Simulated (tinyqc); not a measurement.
Metal-interlayer-semiconductor contact, depinning against tunnelling resistance: one step of the calculation.

Zero bias, n-type semiconductor. Gap states at the semiconductor surface thin out as exp(-be ti), which unpins the barrier; electrons must then cross the interlayer (a rectangular barrier, no voltage drop across it) and the parabolic depleted layer, both by WKB. Energies E are counted from the Fermi level; no image force, parabolic bands.

Task. Pinning, barrier and scales. S = 1/(1 + (1/S0 - 1) exp(-be ti)); phiB = S (phiM - chi) + (1 - S)(Eg - E0); xi = Ec - EF deep inside, from Nd = Nc F(-xi/Vt), F(x) = (2/sqrt(pi)) int_0^infinity sqrt(u) du/(1 + exp(u - x)); band bending U = phiB - xi; E00 = (hbar/2) sqrt(Nd/(eps0 eps_r mt m0)) in volts; A = 4 pi q mA m0 kB^2/h^3.

Inputs (values chosen for the exercise); semiconductor values close to those of In0.53Ga0.47As; interlayer mass of the order of that in hafnium oxide, offset chosen freely:

| symbol | value | unit | meaning |
|---|---|---|---|
| T | 300 | K | temperature |
| Eg | 0.739 | eV | band gap |
| eps_r | 13.9 |  | relative permittivity |
| chi | 4.44 | eV | electron affinity |
| Nc | 2.1e17 | cm^-3 | conduction-band density of states at T |
| mt | 0.0414 | m0 | tunnelling mass in the semiconductor |
| mA | 0.0423 | m0 | Richardson mass |
| Nd | 2.3e19 | cm^-3 | donor density |
| E0 | 0.5 | eV | charge-neutrality level above the valence band |
| S0 | 0.14 |  | pinning factor without interlayer |
| phiM | 4.51 | eV | metal work function |
| ti | 1.8 | nm | interlayer thickness |
| be | 3.7 | 1/nm | decay constant of gap states through the interlayer |

Constants: q = 1.602176634e-19 C, kB = 1.380649e-23 J/K, eps0 = 8.8541878128e-12 F/m, hbar = 1.054571817e-34 J s, h = 6.62607015e-34 J s, m0 = 9.1093837015e-31 kg, Vt = kB T/q. Results are converted to the units shown.

Give: S; phiB; xi; U; E00; A.

Result.

S = 0.9922
phiB = 0.07132 eV
xi = -0.7147 eV
U = 0.7860 eV
E00 = 0.1174 eV
A = 5.083 A/(cm^2 K^2)

Range of the model: The Fermi level lies over 0.25 eV inside the band, where non-parabolicity lowers it and raises the mass. The depletion charge would drop about 0.27 V across such an interlayer (eps_r near 20) at ti = 1.8 nm and Nd = 2.3e19 cm^-3, against a band bending of 0.79 V; this model leaves that drop out.

Program tinyqc, `OMP_NUM_THREADS=1 python tinyqc.py 2270116 2270117 out.jsonl`; Intel Xeon 2.30GHz, shared host, one thread, about 0.03 s.
